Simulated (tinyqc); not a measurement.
Two-dimensional dopant profile at a mask edge: lateral junction, overlap and effective channel length: one step, computed by the program tinyqc. Command: `OMP_NUM_THREADS=1 python tinyqc.py 3003326 3003327 out.jsonl lateral walk`. One thread of a shared host (Intel(R) Xeon(R) Processor @ 2.30GHz), about 0.01 s of CPU time with the checks.

Ions enter for y < 0; the mask (spacer, then gate) covers y > 0. x is the depth. The surface reflects dopant during the anneal.

Question. Widths and vertical profile. Widths s_x^2 = (vertical straggle)^2 + 2 D t, s_y^2 = (lateral straggle)^2 + 2 D t. C(x, y) = V(x) (1/2) erfc(y/(sqrt2 s_y)), V(x) = Q/(sqrt(2 pi) s_x) [exp(-(x - R_p)^2/(2 s_x^2)) + exp(-(x + R_p)^2/(2 s_x^2))]; 1 nm = 1e-7 cm. The vertical junction far from the mask solves V(x) = C_B.

Inputs (values chosen for the exercise, modelled on a source-drain extension in silicon):

| quantity | value | unit |
|---|---|---|
| dose Q | 5.8e+14 | 1/cm^2 |
| projected range R_p | 7.1 | nm |
| vertical straggle | 2.8 | nm |
| lateral straggle | 3.3 | nm |
| anneal budget D t | 1.6e-14 | cm^2 |
| channel doping C_B | 2.2e+18 | 1/cm^3 |

Give: s_x; s_y; V at the surface; V at R_p; vertical junction x_j.

Answer.

s_x = 3.3226 nm

s_y = 3.7537 nm

V at the surface = 1.4202e+20 1/cm^3

V at R_p = 6.9647e+20 1/cm^3

vertical junction x_j = 18.375 nm

Caution: the peak exceeds usual solubilities, so part of the dose is inactive and diffusion is concentration dependent.
